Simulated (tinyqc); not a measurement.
From results back to parameters: metal-induced gap states at the contact of a metal chain and a two-band chain. Three cases, with inputs chosen for the exercise.

Problem. With gap states the barrier for electrons is phi = S (W - chi - p) + p, W being the work function of the metal, S the pinning factor and p the depth of the neutrality level below the conduction edge. The barriers for two metals come from hidden S and p, those of the chain and not of a measured contact.

Case 1.

Values chosen (out of a larger set: gap and optical dielectric constant near those of Si; the chain itself is a model; not measured data): W1 = 4.31 eV (work function of metal 1); W2 = 5.02 eV (of metal 2); chi = 4 eV (electron affinity).

barriers (eV): metal 1 0.52804, metal 2 0.56496

Case 2.

Values chosen (out of a larger set: gap and optical dielectric constant near those of GaAs; the chain itself is a model; not measured data): W1 = 4.12 eV (work function of metal 1); W2 = 5.39 eV (of metal 2); chi = 4.21 eV (electron affinity).

barriers (eV): metal 1 0.48888, metal 2 0.99307

Case 3.

Values chosen (out of a larger set: gap and optical dielectric constant near those of GaAs; the chain itself is a model; not measured data): W1 = 4.45 eV (work function of metal 1); W2 = 5.28 eV (of metal 2); chi = 4.18 eV (electron affinity).

barriers (eV): metal 1 0.55675, metal 2 0.74350

Find: S, p (eV).

Solution. The slope of the barrier against W is S; then p = (phi1 - S (W1 - chi))/(1 - S).

Case 1.

S, p (eV): 0.052  0.540

Case 2.

S, p (eV): 0.397  0.870

Case 3.

S, p (eV): 0.225  0.640

Computed by tinyqc, one run a case: `OMP_NUM_THREADS=1 python tinyqc.py N N+1 out.jsonl` with N = 1482477, 1482488, 1482499; one thread of a shared Intel(R) Xeon(R) Processor @ 2.30GHz, about 0.01 s a run at most.
